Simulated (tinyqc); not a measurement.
Comparisons within one model: band offset of a heterojunction with an interface dipole (two-band chains, self-consistent charge). A value that a table varies takes the place of the one given here.

Sites alternate A, C. Left: A at -G1/2, C at +G1/2, hopping -t1; right: A at D - G2/2, C at D + G2/2, hopping -t2; the bonds across the two interfaces of a ring (C left to A right, C right to A left) have -sqrt(t1 t2). D is the offset of the mid-gaps, so Ev(right) - Ev(left) = D - (G2 - G1)/2 and Ec(right) - Ec(left) = D + (G2 - G1)/2. The closing bond has its sign reversed (antiperiodic ring). Half the levels are filled with two electrons each. The charge moved is q = (electrons on the left) less one a site; the mean over the two interfaces, q/2, is taken as the charge that crosses each, and its dipole opposes the offset: D = D0 - u q/2.

From here on the ring has 24 cells a side.

Inputs chosen for the exercise (gaps near those of Si and SiO2; the chains and D0 are free models, so the offsets are not those of the real pair; shifted at random, so the results belong to these values and not to a real crystal): G1 = 1.07 eV (gap on the left); G2 = 8.72 eV (gap on the right); t1 = 1.62 eV (hopping on the left); t2 = 2.41 eV (hopping on the right); u = 5.8 eV (potential step per electron moved across); D0 = -0.63 eV (mid-gap of the right side above that of the left, without dipole).

## Where the moved charge sits

D = -0.51728 eV

Electrons in cell k from an interface at the self-consistent D, less those at D = 0. Interface 1 joins C left to A right, interface 2 C right to A left. The decay lengths 1/(2 kappa a) are those of mid-gap states, cosh(kappa a) = 1 + G^2/(8 t^2).

Change of the electron count:
```
k,left of 1,right of 1,left of 2,right of 2
1,-0.01072,0.01687,-0.01344,0.02062
2,-0.00375,0.00059,-0.00446,0.00075
3,-0.00162,0.00002,-0.00189,0.00003
4,-0.00073,0.00000,-0.00085,0.00000
5,-0.00034,0.00000,-0.00039,0.00000
6,-0.00016,0.00000,-0.00019,0.00000
```

decay lengths (cells): left 1.521, right 0.308

What does this show, and why?

Over six cells interface 1 moves -0.0173 electrons to the left side and +0.0175 to the right, interface 2 -0.0212 and +0.0214: each change is a dipole, and the two differ because the bonds join different sites. The first cells hold 79 % of it at interface 1. The tail is longer on the left, where the gap is smaller against the hopping: from k = 2 to 4 it falls by a factor 5.14, and pure mid-gap decay would give 3.72; the exponential carries a prefactor that falls as a power of the distance, so the first cells drop faster.

## Screening of the starting offset

chi = 0.074462 1/eV

D0 is varied; the self-consistent D is found by bisection. chi = dq/dD at D = 0; the linear rule is D = S D0 with S = 1/(1 + u chi/2). The gap of the junction closes (type III) at |D| = (G1 + G2)/2.

Against D0:
```
2 D0/(G1 + G2),D0 (eV),q at D0,D (eV),D/D0,linear (eV)
-0.85,-4.161,-0.5554,-3.1868,0.7659,-3.4218
-0.55,-2.692,-0.2570,-2.1487,0.7981,-2.2141
-0.30,-1.468,-0.1177,-1.1970,0.8151,-1.2077
-0.15,-0.734,-0.0557,-0.6025,0.8206,-0.6039
0.10,0.489,0.0367,0.4022,0.8216,0.4026
0.25,1.224,0.0959,1.0002,0.8174,1.0064
0.50,2.447,0.2238,1.9636,0.8023,2.0128
0.80,3.916,0.4902,3.0233,0.7720,3.2206
0.95,4.650,0.7145,3.5016,0.7530,3.8244
```

What can be read from the table?

D/D0 lies between 0.753 and 0.822, against S = 0.822 from chi at D = 0; the linear rule misses by at most 323 meV. q is odd in D. Less than half of the starting offset is screened, so the natural line-up still counts most.

## Wider gaps screen less

G2 is varied. chi = (q(+0.01) - q(-0.01))/0.02 at D = 0, S = 1/(1 + u chi/2).

Against G2:
```
G2 (eV),chi (1/eV),S
0.7,0.60367,0.3636
1.1,0.49210,0.4120
1.5,0.41632,0.4530
2.3,0.31638,0.5215
3.4,0.23210,0.5977
5.5,0.14160,0.7089
7.0,0.10363,0.7689
9.0,0.07073,0.8298
```

What can be read from the table?

chi falls from 0.6037 to 0.0707 1/eV, a factor 8.5, and S rises from 0.364 to 0.830: charge crosses through the tails of states that tunnel into the other gap, and these shorten as the gap widens. u is kept fixed, though a wider gap also screens less and would raise it.

## What each parameter does

Self-consistent D by bisection, q there, and the two offsets. Each row changes one parameter from the base and keeps the others.

Results:
```
case,D (eV),q,valence offset (eV),conduction offset (eV)
base,-0.5173,-0.0389,-4.3423,3.3077
G1 = 1.23 eV,-0.5190,-0.0383,-4.2640,3.2260
G2 = 10.028 eV,-0.5375,-0.0319,-5.0165,3.9415
t1 = 1.863 eV,-0.5132,-0.0403,-4.3382,3.3118
t2 = 2.772 eV,-0.5125,-0.0405,-4.3375,3.3125
D0 = -0.724 eV,-0.5941,-0.0448,-4.4191,3.2309
u = 6.67 eV,-0.5038,-0.0378,-4.3288,3.3212
```

What can be read from the table?

The largest shifts from the base row, up to three for each result and ties (the steps differ in size, so this ranks the rows, not the parameters). D (eV): D0 -0.0769, G2 -0.0202, u +0.0135. q: G2 +0.0070, D0 -0.0059, t2 -0.0017. valence offset (eV): G2 -0.6742, G1 +0.0783, D0 -0.0769. conduction offset (eV): G2 +0.6338, G1 -0.0817, D0 -0.0769.

Run: tinyqc, `OMP_NUM_THREADS=1 python tinyqc.py 1481668 1481669 out.jsonl`; Intel(R) Xeon(R) Processor @ 2.30GHz, one thread, shared host; about 0.4 s of CPU time with all checks.
